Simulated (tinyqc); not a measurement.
CMOS inverter, nodal equation and switching: one step of the calculation.

An n-channel pull-down (bn, VTn) and a p-channel pull-up (bp, VTp) share the input Vin and the output node Vout, which carries the load C. Transistor (EKV form, voltages against the body): I = 2 n b Vt^2 [F(vp - Vs) - F(vp - Vd)] from drain to source, F(v) = ln^2(1 + exp(v/(2 Vt))), vp = (Vg - VT + sg |Vd - Vs|)/n. n-channel bodies are at 0; for the p-channel device all voltages are counted down from Vdd. b in uA/V^2 gives I in uA. Static: In = Ip. Transient: C dVout/dt = Ip - In. No velocity saturation, no gate capacitance beyond C.

Question. One time step of the falling output. The input steps to Vdd at t = 0; I = In - Ip. Implicit Euler: V(new) = V - (dt/C) I(V(new)), solved for V(new); 1 ps uA/fF = 1 mV.

Parameters, values chosen for the exercise: temperature T = 300 K; supply voltage Vdd = 0.7 V; slope factor n = 1.34; drain-induced barrier lowering sg = 0.05; n-channel threshold VTn = 0.25 V; p-channel threshold (magnitude) VTp = 0.29 V; gain factor of the pull-down transistor bn = 320 uA/V^2; gain factor of the pull-up transistor bp = 160 uA/V^2; load capacitance C = 0.41 fF; time step dt = 1 ps.

Constants: q = 1.602176634e-19 C, kB = 1.380649e-23 J/K, Vt = kB T/q. Results are converted to the units shown.

Vout after step 1 = 0.63242886 V

Find: I(V); I(V(new)); Vout after step 2.

Answer.

I(V) = 27.704 uA
I(V(new)) = 27.322 uA
Vout after step 2 = 0.56579 V

tinyqc, about 0.03 s, one thread, Intel Xeon 2.30GHz (shared host): `OMP_NUM_THREADS=1 python tinyqc.py 2340037 2340038 out.jsonl`
